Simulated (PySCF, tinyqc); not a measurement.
Worked calculation: G0W0 on RHF in the sto-3g basis, for H3+, spin multiplicity 1. The lowest restricted solution is unstable here: a spin-polarised one lies 0.0037 hartree lower (PySCF). One step of it, computed by the program tinyqc.

Problem. Screening: direct RPA. With D = e_a - e_i and K = (ia|jb): diagonalise D^(1/2) (D + 4K) D^(1/2) = Z w^2 Z^T; X + Y = D^(1/2) Z w^(-1/2), each column of Z with its largest component positive (the first on a tie); E_c = (sum w - tr (D + 2K)) / 2.

orbital energies (hartree): MO1 -0.887421, MO2 -0.334493, MO3 0.149940

Two-electron integrals over orbitals (pq|rs), unique and non-zero (hartree):
```
(11|11) 0.540387    (21|11) -0.000127   (21|21) 0.146967    (22|11) 0.456365
(22|21) 0.000207    (22|22) 0.515433    (31|11) 0.091796    (31|21) 0.000042
(31|22) -0.048159   (31|31) 0.140782    (32|11) 0.000064    (32|21) -0.144170
(32|22) -0.000208   (32|31) -0.000121   (32|32) 0.160612    (33|11) 0.546293
(33|21) -0.000202   (33|22) 0.484122    (33|31) 0.080227    (33|32) 0.000162
(33|33) 0.580932
```

Give: D^(1/2) (D + 4K) D^(1/2); excitation energies w; X + Y; RPA correlation energy.

Solution.

D^(1/2) (D + 4K) D^(1/2) (hartree^2):
```
        1>2     1>3
1>2  0.6308  0.0001
1>3  0.0001  1.6603
```

excitation energies w (hartree): 0.7942  1.2885

X + Y:
```
           1       2
1>2   0.8344  0.0001
1>3  -0.0001  0.8973
```

RPA correlation energy = -0.041526 hartree
